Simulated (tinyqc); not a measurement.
# Changing the time step dt

Model: finite-difference solution of the diffusion equation on a small grid. Computed by tinyqc, a small Python program. Command: `OMP_NUM_THREADS=1 python tinyqc.py 3031912 3031913 out.jsonl fdiff sweep`. One thread of a shared host (Intel(R) Xeon(R) Processor @ 2.30GHz), about 0.02 s of CPU time with the checks.

dC/dt = D d2C/dx2 on nodes x_j = j dx, j = 0..9; the far end is sealed.

Inputs (values chosen for the exercise): diffusivity D = 9.1 nm^2/s; grid spacing dx = 50 nm; final time t_f = 624 s.

Boundary at x = 0: sealed surface. Scheme: explicit.

start values C_j, j = 0, 1, ... (% of a reference): [73.3, 100, 53.4, 40.3, 0.84, 0, 0, 0, 0, 0]

Method:
- The operator M acts as (M C)_j = C_(j-1) - 2 C_j + C_(j+1); at the sealed far end a mirror node gives 2 C_(N-2) - 2 C_(N-1); at j = 0, a mirror node gives 2 C_1 - 2 C_0.
- r = D dt/dx^2.
- With r = D dt/dx^2: (1 - theta r M) C(new) = (1 + (1 - theta) r M) C(old); theta = 0 explicit, 1 implicit, 1/2 Crank-Nicolson.
- The run takes n = round(t_f/dt) steps of length t_f/n.
- The dose is the trapezoidal sum of C dx; the error is the largest difference from exp(M D t/dx^2) C(0), the exact time evolution on the same grid.

One run for each value:
```
time step dt (s),largest error at t_f (%),mesh ratio r,final C_5 (%),final dose (% nm)
2.4375,0.0232,0.0089,12.91,11559.5
4.8750,0.0466,0.0177,12.93,11559.5
9.7500,0.0938,0.0355,12.96,11559.5
19.5000,0.1898,0.0710,13.03,11559.5
39.0000,0.3884,0.1420,13.16,11559.5
78.0000,0.8098,0.2839,13.44,11559.5
```

Describe and explain the trends.

Over the rows, largest error at t_f (%) rises from 0.0232 to 0.810 (exponent d ln y / d ln x 1.0 between the first rows and 1.1 between the last). The exponent of largest error at t_f stays between 1.00 and 1.06, near 1: first order in the step.

Extremes, crossings and ranges named in words are read from the listed rows.
